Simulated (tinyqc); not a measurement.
Ewald sum of point charges, fcc lattice in a neutralising background, step by step. Computed by tinyqc, a small Python program that keeps every step. Command: `OMP_NUM_THREADS=1 python tinyqc.py 30486 30487 out.jsonl` (the two numbers bound the seeds that draw the settings). One thread of a shared host (Intel(R) Xeon(R) Processor @ 2.60GHz), about 0.03 s of CPU time with the checks.

## Ewald sum with eta = 0.357 1/bohr

cell vectors (rows) (bohr):
```
,1,2,3
1,0.0000,5.0250,5.0250
2,5.0250,0.0000,5.0250
3,5.0250,5.0250,0.0000
```

Charges:
```
q,f1,f2,f3
2.0000,0.0000,0.0000,0.0000
```

Real space: 1/2 sum q_i q_j erfc(eta r)/r over all images with r > 0; reciprocal space: (2 pi/V) sum_(G != 0) exp(-G^2/4 eta^2)/G^2 |S(G)|^2 with S(G) = sum q exp(i G.r); self term -eta/sqrt(pi) sum q^2; background -pi Q^2/(2 V eta^2), Q the total charge.

Real-space shells (first ones):
```
r (bohr),pairs,sum (hartree)
7.1064,12,0.0011
10.0500,6,4.65e-07
12.3087,24,2.01e-09
14.2128,12,0
15.8904,24,0
```

Reciprocal shells (first ones that count):
```
G^2 (1/bohr^2),vectors,sum (hartree)
1.1726,8,0.0677
1.5635,6,0.0177
3.1269,12,0.0008
4.2995,24,1.20e-04
4.6904,8,1.71e-05
6.2539,6,4.47e-07
7.4264,24,1.51e-07
7.8173,24,6.66e-08
9.3808,24,2.58e-09
10.5534,32,3.07e-10
```

## The total does not depend on eta

The same sums for other eta.

Totals (hartree per cell):
```
eta,real,reciprocal,self,background,total
0.3570,0.0011,0.0864,-0.8057,-0.1943,-0.912410
0.5060,1.24e-06,0.3262,-1.1419,-0.0967,-0.912410
0.6820,2.42e-11,0.6799,-1.5391,-0.0532,-0.912410
```

shortest distance = 7.1064 bohr
